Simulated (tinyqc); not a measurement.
Resistive crossbar, vector-matrix product with wire resistance: effect of the wire resistance.

3 rows and 2 columns. Cell (i, j) joins row node wij to column node bij. Each row is driven at its left end through one wire segment rw; neighbouring nodes along a row or a column are joined by rw; each column ends below the last row in one more rw and a virtual ground, where its current is read. Ideal output: I_j = sum_i V_i G_ij.

The nodal equations (Kirchhoff current law at every node) are solved for each rw; errors are I_j/ideal - 1.

Parameters, values chosen for the exercise:

| symbol | value | unit | meaning |
|---|---|---|---|
| V | [0.29, 0.31, 0.06] | V | input voltages of the rows |

cell conductances G (uS):
```
,column 1,column 2
row 1,25,24
row 2,11,25
row 3,22,35
```

Result of one run:
```
"error, column 1 (%)","error, column 2 (%)"
-0.3017,-0.4117
```

Which wire resistance between neighbouring cells rw gave this result: 1, 5, 20, 50 or 500 ohm?

rw = 20 ohm.

The whole series:
```
rw (ohm),"error, column 1 (%)","error, column 2 (%)"
1,-0.01513,-0.02066
2,-0.03026,-0.04131
5,-0.07561,-0.1032
10,-0.1511,-0.2062
20,-0.3017,-0.4117
50,-0.7507,-1.023
100,-1.489,-2.026
200,-2.933,-3.975
500,-7.006,-9.395
```

The error of the last column goes from -0.0207 % at rw = 1 ohm to -9.40 % at 500 ohm, as rw^(1.00) at the start and rw^(0.94) at the end. At 500 ohm the worst column is number 2.

Numbers from tinyqc (`OMP_NUM_THREADS=1 python tinyqc.py 2880140 2880141 out.jsonl`; about 0.01 s on one thread of a shared Intel Xeon 2.30GHz).
